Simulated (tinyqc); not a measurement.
Inside a calculation. Method: inverse iteration on a symmetric matrix. Computed by tinyqc, a small Python program that keeps every step. Settings: method = inverse, shift = 0.45. Command: `OMP_NUM_THREADS=1 python tinyqc.py 21404 21405 out.jsonl` (the two numbers bound the seeds that draw the settings). One thread of a shared host (Intel(R) Xeon(R) Processor @ 2.60GHz), about 0.01 s of CPU time with the checks.

## Step 1

A, lower triangle:
```
           1          2         3          4         5
1   1.540000
2   0.692000   1.872000
3   0.444000   0.341000  2.462000
4  -0.362000  -0.531000  0.870000   3.693000
5  -0.358000  -0.567000  0.209000  -0.065000  3.923000
```

vector v at the start: 0.447214  0.447214  0.447214  0.447214  0.447214

shift = 0.450000

solve (A - shift) w = v; v' = w/|w| with its largest component positive (the first on a tie); lambda = v'^T A v'.

vector after step 1: 0.628506  0.534469  -0.082413  0.413638  0.376078

Rayleigh quotient after step 1 = 1.822709

## Step 2

As before.

vector after step 2: 0.687237  0.356877  -0.438365  0.374160  0.261122

Rayleigh quotient after step 2 = 1.280500

## Course of the iteration

Stop when the residual |A v - lambda v| is below 1e-9.

Steps:
```
step      lambda  residual
1     1.82270871  9.00e-01
2     1.28050020  3.74e-01
3     1.15706837  1.82e-01
4     1.08438627  1.47e-01
5     1.03136480  1.17e-01
6     1.00094835  8.35e-02
7     0.98641940  5.59e-02
8     0.98010504  3.63e-02
9     0.97747472  2.33e-02
10    0.97639847  1.49e-02
11    0.97596134  9.46e-03
12    0.97578433  6.02e-03
13    0.97571273  3.82e-03
14    0.97568379  2.43e-03
15    0.97567209  1.55e-03
16    0.97566736  9.83e-04
17    0.97566545  6.25e-04
18    0.97566468  3.97e-04
19    0.97566437  2.52e-04
20    0.97566424  1.61e-04
21    0.97566419  1.02e-04
22    0.97566417  6.49e-05
23    0.97566416  4.12e-05
24    0.97566416  2.62e-05
25    0.97566416  1.67e-05
26    0.97566416  1.06e-05
27    0.97566416  6.73e-06
28    0.97566416  4.28e-06
29    0.97566416  2.72e-06
30    0.97566416  1.73e-06
```

all eigenvalues, for comparison: 0.975664  1.276899  2.865512  4.032698  4.339228

Not converged in 30 steps: the residual falls only by the ratio of the two smallest distances of eigenvalues from the shift, 0.64 a step.
